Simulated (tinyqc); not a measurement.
From results back to parameters: one-oscillator model of a band gap. Two cases, with inputs chosen for the exercise.

Problem. A gap follows E(T) = E0 - s1 t1/(exp(t1/T) - 1) with the zero-point term ZP = s1 t1/2, which scales as M^(-1/2). The shift of E0 on going from M to M + dM and the limiting slope at high T are given.

Find: sqrt(M/(M + dM)); ZP; t1.

Method. The shift is ZP (1 - sqrt(M/(M + dM))); then t1 = 2 ZP/s1.

Case 1.

Values chosen (out of a larger set: near those of GaP; not measured data): M = 50.22 u (mean atomic mass); dM = -2.1 u (change of the mean mass (not bounded by the natural isotopes)).

shift of E0 = -1.695003 meV
limiting slope s1 = 0.473 meV/K

Solution.

sqrt(M/(M + dM)) = 1.021587
ZP = 78.52 meV
t1 = 332 K

Case 2.

Values chosen (out of a larger set: near those of AlN; not measured data): M = 20.5 u (mean atomic mass); dM = -1.08 u (change of the mean mass (not bounded by the natural isotopes)).

shift of E0 = -8.405882 meV
limiting slope s1 = 0.797 meV/K

Solution.

sqrt(M/(M + dM)) = 1.027430
ZP = 306.45 meV
t1 = 769 K

Computed by tinyqc, one run a case: `OMP_NUM_THREADS=1 python tinyqc.py N N+1 out.jsonl` with N = 1881251, 1881292; one thread of a shared Intel(R) Xeon(R) Processor @ 2.30GHz, about 0.01 s a run at most.
